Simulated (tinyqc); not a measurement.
## Trap density from the barrier height

Inverse problem. In a partly depleted grain with all boundary traps filled, 2 N W = Qt and VB = q N W^2/(2 eps0 eps_r). Find Qt, W and the doping at which VB would equal Vt.

Inputs (values chosen for the exercise): temperature T = 300 K; relative permittivity eps_r = 11.7.

Constants: q = 1.602176634e-19 C, kB = 1.380649e-23 J/K, Vt = kB T/q, eps0 = 8.8541878128e-14 F/cm where lengths are in cm. Results are converted to the units shown.

doping = 1.1e18 cm^-3
barrier height = 0.050791492 V

Solution. Eliminating W gives VB = q Qt^2/(8 eps0 eps_r N), which falls as 1/N.

Qt = 1.70e12 cm^-2
W = 7.73 nm
doping for VB = Vt = 2.16e18 cm^-3

Numbers from tinyqc (`OMP_NUM_THREADS=1 python tinyqc.py 2830115 2830116 out.jsonl`; about 0.01 s on one thread of a shared Intel Xeon 2.30GHz).
